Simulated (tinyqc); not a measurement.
Limits of the phonon part: Bloch-Grueneisen resistivity of a metal. Computed by tinyqc, a small Python program. Command: `OMP_NUM_THREADS=1 python tinyqc.py 3030482 3030483 out.jsonl bg walk`. One thread of a shared host (Intel(R) Xeon(R) Processor @ 2.30GHz), about 0.01 s of CPU time with the checks.

Electrons scatter from a Debye spectrum of phonons (n = 5 for scattering within one band, n = 3 for scattering into a second, heavy band) and from static defects.

Inputs (values chosen for the exercise, modelled on platinum): exponent n = 3; Debye temperature Theta = 204 K; transport coupling lambda_tr = 0.49; Drude plasma energy hbar w_p = 7.2 eV; residual resistivity rho_0 = 1.5 microohm cm.

Addition: none.

Constants: k_B = 1.380649e-23 J/K; hbar = 1.054571817e-34 J s; eps_0 = 8.8541878128e-12 F/m; hbar = 6.582119569e-16 eV s.

Method:
- J_n(y) = int_0^y x^n e^x/(e^x - 1)^2 dx, by 96 Gauss-Legendre points (upper limit at most 60).
- rho_ph = (n - 1) rho_1 (T/Theta)^n J_n(Theta/T), with rho_1 = 2 pi lambda_tr k_B Theta/(hbar eps_0 w_p^2), the high-temperature line at T = Theta.
- Matthiessen's rule: rho = rho_0 + rho_ph.
- Low T: (n - 1) n! zeta(n) rho_1 (T/Theta)^n. High T: rho_1 (T/Theta) [1 - (n - 1)/(12 (n + 1)) (Theta/T)^2].

Resistivities (microohm cm):
```
T (K)      rho_ph   low-T law  straight line  line with correction  total rho
6.1    2.9932e-03  2.9932e-03          0.232                     -      1.503
10.0   1.3187e-02  1.3187e-02          0.380                     -      1.513
16.0   5.3957e-02  5.4014e-02          0.609                     -      1.554
24.0   1.7773e-01  1.8230e-01          0.913                     -      1.678
41.0   7.0486e-01  9.0886e-01          1.560                     -      2.205
71.0   1.9768e+00  4.7198e+00          2.701                 1.772      3.477
100.0  3.2262e+00  1.3187e+01          3.805                 3.145      4.726
160.0  5.6962e+00  5.4014e+01          6.087                 5.675      7.196
240.0  8.8625e+00  1.8230e+02          9.131                 8.856     10.362
410.0  1.5439e+01  9.0886e+02         15.599                15.438     16.939
```

What does the comparison show, and why?

The low-T law holds to 10 % up to 24 K, the straight line from 160 K on. The local exponent of rho_ph falls from 3.00 to 1.04. Phonons overtake the residual resistivity between 41.0 and 71.0 K.

Extremes, crossings and ranges named in words are read from the listed rows.
